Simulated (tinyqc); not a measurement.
Equal layers of growing thickness: short-period [001] superlattice in sp3s* tight binding.

Planes alternate anion, cation along [001], a/4 apart; at zero in-plane momentum s, pz, s* form one block. All levels of A are shifted so that its Ev (lower root of [[Epa, Vxx], [Vxx, Epc]]) is 0, and those of B so that its Ev is -dEv. A monolayer is an anion plane and the cation plane above it; an anion between unlike cations takes the mean of the two anion levels; each bond takes the couplings of its cation. Block from an anion to the cation above: U with Vss/2 (s,s), Vsapc/2 (s,z), -Vscpa/2 (z,s), Vxx/2 (z,z), Vxapc/2 (s*,z), -Vpaxc/2 (z,s*); to the cation below: the same with the s-z and s*-z signs reversed. The cell of n + m monolayers is closed with the phase exp(2 pi i q). No spin-orbit coupling. In this block 2 (n + m) levels are filled.

For the two lowest empty levels at q = 0: energy, share of the cation weight on A, and Gamma character, the share of the cation amplitudes with Fourier index |j|/(n + m) < 1/4 along the stack (near 1: Gamma-like, near 0: folded from X).

Inputs chosen for the exercise (A near a published set for GaAs, B for AlAs; shifted at random, so the results belong to these values and not to a real crystal):
```
symbol  value                                                                                         unit      meaning
pA      (-8.327, 1.04, -2.66, 3.673, 8.578, 6.754, -6.439, 1.959, 5.091, 4.473, 5.781, 4.849, 4.796)  eV        order Esa, Epa, Esc, Epc, Exa, Exc, Vss, Vxx, Vxy, Vsapc, Vscpa, Vxapc, Vpaxc
pB      (-7.525, 0.982, -1.16, 3.576, 7.482, 6.73, -6.657, 1.881, 4.302, 5.111, 5.504, 4.512, 5.001)  eV        the same for B
dEv     0.43                                                                                          eV        valence offset: Ev(B) lies this far below Ev(A)
a       5.654                                                                                         angstrom  lattice constant, taken common; strain is left out
```

n = m.

Lowest empty levels:
```
n = m  layer (angstrom)  E1 (eV)  on A  Gamma  E2 (eV)  on A  Gamma
2                   5.7   1.9329  0.55   0.20   1.9821  0.65   0.77
3                   8.5   1.9263  0.27   0.00   1.9362  0.77   0.95
4                  11.3   1.8817  0.58   0.58   1.9243  0.43   0.51
6                  17.0   1.8168  0.87   0.95   1.8798  0.05   0.05
8                  22.6   1.7534  0.94   0.99   1.8677  0.01   0.00
10                 28.3   1.7068  0.96   0.99   1.8640  0.01   0.00
12                 33.9   1.6734  0.97   1.00   1.8598  0.01   0.00
14                 39.6   1.6492  0.98   1.00   1.8564  0.02   0.01
18                 50.9   1.6173  0.99   1.00   1.7966  0.96   0.99
```

At zero in-plane momentum (the in-plane X valleys are left out) the lowest level is X-like for n = 2 and 3 and Gamma-like for the others (a Gamma weight between about 0.35 and 0.65 marks an even mixture, at the crossover). Thin layers push the light Gamma electron up past the heavy X electron, whose share on A runs from 0.27 to 0.55, so for n = 3 it lies apart from the holes in A (type II); the crossover lies between n = 3 and 4. The crossover moves with dEv and with the electron mass, which this model makes too heavy, so it comes at thinner layers than in the real system. At n = 18 the lowest level lies 0.072 eV above the lowest bulk edge of the two crystals, with 99 % of its cation weight on A.

tinyqc: `OMP_NUM_THREADS=1 python tinyqc.py 1482281 1482282 out.jsonl`; about 0.3 s, one thread, shared Intel(R) Xeon(R) Processor @ 2.30GHz.
